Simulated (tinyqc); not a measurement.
Scale length and length offset from two DIBL values.

Question. DIBL = exp(-Le/(2 l)) + 2 exp(-Le/l) with Le = L - dL. Find l, dL and the drawn length for a DIBL of 100 mV/V.

DIBL at drawn lengths 68 and 110 nm (mV/V): [97.683127, 17.190088]

Answer. With e = exp(-Le/(2 l)), 2 e^2 + e = DIBL gives e and so Le/l at each length; Le/l is a straight line in L with slope 1/l.

l = 13.0 nm
dL = 3.50 nm
length for 100 mV/V = 67.5 nm

Computed by the program tinyqc: `OMP_NUM_THREADS=1 python tinyqc.py 2002019 2002020 out.jsonl`, one thread of a shared Intel Xeon 2.30GHz, about 0.01 s for the whole run.
